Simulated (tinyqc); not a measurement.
Modulation-doped quantum well, Poisson-Schroedinger loop: one step of the calculation.

A well of width L centred at z = 0 between barriers Vb; effective-mass electrons, parabolic bands. The electrons come from donor sheets outside the mesh, a share fL of Ns on the left and the rest on the right, so the structure is neutral. Energies are counted from the band edge of the well, with U = 0 on the first node in the Hartree part.

Problem. Density, output potential and mixing. n_i = sum_k N_k |psi_k|^2 (converted to cm^-3). Hartree part by Gauss: on the interval after node i the enclosed sheet charge is S_i = fL Ns - hz sum_(j<=i) n_j, and U_(i+1) = U_i + q S_i hz/(eps0 eps_r) in eV, U_1 = 0. Mixing: U(new) = U + a (U(out) - U).

Inputs (values chosen for the exercise); material values close to those of GaAs in AlGaAs:

| symbol | value | unit | meaning |
|---|---|---|---|
| eps_r | 13.1 |  | relative permittivity (all layers) |
| Ns | 4.8e12 | cm^-2 | sheet density of electrons |
| fL | 0 |  | share of the donors on the left side |
| a | 1 |  | mixing factor |

Constants: q = 1.602176634e-19 C, eps0 = 8.8541878128e-14 F/cm where lengths are in cm. Results are converted to the units shown.

z, node 1 to 14 (nm): [-24.7, -20.9, -17.1, -13.3, -9.5, -5.7, -1.9, 1.9, 5.7, 9.5, 13.3, 17.1, 20.9, 24.7]
N_k (cm^-2): E1 2.5704007e12, E2 2.2295993e12
self-consistent potential U at the start, node 1 to 14 (eV): [0, 0, 0, 0, 0, 0, 0, 0, 0, 0, 0, 0, 0, 0]
|psi|^2 of E1, node 1 to 14 (1/nm): [0.000000008, 0.000000968, 0.000109101, 0.009483399, 0.025778558, 0.042759869, 0.053447045, 0.053447045, 0.042759869, 0.025778558, 0.009483399, 0.000109101, 0.000000968, 0.000000008]
|psi|^2 of E2, node 1 to 14 (1/nm): [0.000000035, 0.000003745, 0.000388705, 0.031155640, 0.055512974, 0.038720272, 0.005797575, 0.005797575, 0.038720272, 0.055512974, 0.031155640, 0.000388705, 0.000003745, 0.000000035]

Wanted: n; U(out); U after round 1.

Solution.

n, node 1 to 14 (in units of 1e18 cm^-3): [0.000, 0.000, 0.011, 0.938, 1.900, 1.962, 1.503, 1.503, 1.962, 1.900, 0.938, 0.011, 0.000, 0.000]
U(out), node 1 to 14 (eV): [0.000, 0.000, 0.000, 0.000, -0.019, -0.076, -0.172, -0.298, -0.454, -0.649, -0.882, -1.134, -1.386, -1.638]
U after round 1, node 1 to 14 (eV): [0.000, 0.000, 0.000, 0.000, -0.019, -0.076, -0.172, -0.298, -0.454, -0.649, -0.882, -1.134, -1.386, -1.638]

tinyqc, about 0.5 s, one thread, Intel Xeon 2.30GHz (shared host): `OMP_NUM_THREADS=1 python tinyqc.py 2140036 2140037 out.jsonl`
